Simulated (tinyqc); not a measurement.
sp3s* tight binding with spin-orbit coupling: one step. Levels at Gamma.

Spin-orbit coupling acts within the p shell of each atom as (D/3) L.sigma, D = Da or Dc: it puts four states at Ep + D/3 and two at Ep - 2D/3.

Inputs chosen for the exercise (near a published set for InP, fitted to gaps, whose masses and valley positions are rough; spin-orbit coupling, where it is added without a refit, lifts the valence top and shrinks all gaps by about a third of the splitting; not measured data):
```
symbol  value   unit  meaning
Esa     -8.605  eV    s level of the anion
Esc     -1.5    eV    s level of the cation
Epa     0.872   eV    p level of the anion
Epc     4.054   eV    p level of the cation
Vss     -5.296  eV    s-s
Vxx     1.859   eV    px-px
Da      0.064   eV    atomic spin-orbit splitting, anion
Dc      0.403   eV    the same, cation
```

Question. At k = 0 only g0 = 1 is left and H falls into 2 x 2 blocks [[E_a, V], [V, E_c]] with roots (E_a + E_c)/2 -/+ sqrt(((E_a - E_c)/2)^2 + V^2); the s* levels stay uncoupled. The direct gap runs from the highest lower root of the p blocks to the lowest upper root.

Give: Blocks at Gamma (eV); direct gap at Gamma.

Answer.

Blocks at Gamma (eV):
```
block               E_a      E_c        V  lower root  upper root
s (Gamma6)      -8.6050  -1.5000  -5.2960    -11.4296      1.3246
p 3/2 (Gamma8)   0.8933   4.1883   1.8590      0.0569      5.0248
p 1/2 (Gamma7)   0.8293   3.7853   1.8590     -0.0676      4.6823
```

direct gap at Gamma = 1.2678 eV

The lowest empty level at Gamma is s-like. The split-off band lies 0.1245 eV below the top, between Dc = 0.403 and Da = 0.064 eV, weighted by where the valence p state sits.

Run: tinyqc, `OMP_NUM_THREADS=1 python tinyqc.py 1450585 1450586 out.jsonl`; Intel(R) Xeon(R) Processor @ 2.30GHz, one thread, shared host; about 0.2 s of CPU time with all checks.
